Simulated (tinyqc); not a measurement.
Graded p-n junction, non-linear Poisson equation by Newton steps: two steps of the calculation.

One dimension, p side on the left, n side on the right; net doping C = (Nd - Na)/2 + ((Nd + Na)/2) tanh(x/Lg). The potential psi is counted from the intrinsic level, and the quasi-Fermi potentials are flat: 0 for holes and -V for electrons, so n = ni exp((psi + V)/Vt) and p = ni exp(-psi/Vt) (Boltzmann statistics, full ionisation, no current). Under reverse bias this makes the minority densities vanishingly small everywhere; they play no part in the charge.

Parameters, values chosen for the exercise; band and dielectric values close to those of In0.53Ga0.47As:
- T = 325 K (temperature)
- Eg = 0.748 eV (band gap)
- eps_r = 13.7 (relative permittivity)
- Nc = 2.37e17 cm^-3 (conduction-band density of states at T)
- Nv = 8.63e18 cm^-3 (valence-band density of states at T)
- Na = 1.5e18 cm^-3 (acceptor density of the p side)
- Nd = 1e17 cm^-3 (donor density of the n side)
- V = -1.7 V (bias of the p side against the n side)

Constants: q = 1.602176634e-19 C, kB = 1.380649e-23 J/K, Vt = kB T/q, eps0 = 8.8541878128e-14 F/cm where lengths are in cm. Results are converted to the units shown.

Problem 1. Intrinsic density, end potentials and Debye lengths. ni = sqrt(Nc Nv) exp(-Eg/(2 Vt)), Eg in volts; psi_p = -Vt ln(Na/ni), psi_n = Vt ln(Nd/ni) - V; Debye length sqrt(eps0 eps_r Vt/(q N)).

Find: ni; psi_p; psi_n; Debye length, p side; Debye length, n side.

Solution 1.

ni = 2.2686e12 cm^-3
psi_p = -0.37534 V
psi_n = 1.9995 V
Debye length, p side = 3.7598 nm
Debye length, n side = 14.562 nm

Problem 2. Newton step. Solve the tridiagonal system a_(i-1) d_(i-1) + b_i d_i + a_i d_(i+1) = -F_i for nodes 1 to 8, with d = 0 on fixed nodes. Each component d is damped to sign(d) Vt ln(1 + |d|/Vt) before it is added.

coupling a_i, interval 0 to 8 (F/cm^2): 2.5271328e-8  2.9951203e-8  3.6427139e-8  4.3791470e-8  5.2740162e-8  4.0705494e-8  3.1507110e-8  2.4163819e-8  1.8953496e-8

```
node	diagonal b (F/cm^2)	residual F (C/cm^2)
1	-5.9204538e-8	-1.0633944e-5
2	-6.6378551e-8	-8.8550799e-6
3	-8.0218610e-8	-7.1145174e-6
4	-9.6531633e-8	-4.4020425e-6
5	-9.3445656e-8	-1.3372692e-6
6	-7.2212604e-8	3.4688407e-7
7	-5.5670929e-8	7.0253363e-7
8	-4.3124813e-8	9.1473478e-7
```

psi at the start, node 0 to 9 (V): -0.3753356  -0.0542320  0.2166991  0.4394648  0.6247683  0.7786304  0.9779822  1.2355341  1.5713549  1.9994931

Give: Newton step d, before damping; psi after iteration 1.

Solution 2.

Newton step d, before damping, node 1 to 8 (V): -808.4  -1242.8  -1357.0  -1289.5  -1150.0  -936.4  -671.4  -355.0
psi after iteration 1, node 0 to 9 (V): -0.3753  -0.3419  -0.0830  0.1373  0.3241  0.4811  0.6862  0.9531  1.3068  1.9995

Computed by the program tinyqc: `OMP_NUM_THREADS=1 python tinyqc.py 2000099 2000100 out.jsonl`, one thread of a shared Intel Xeon 2.30GHz, about 0.06 s for the whole run.
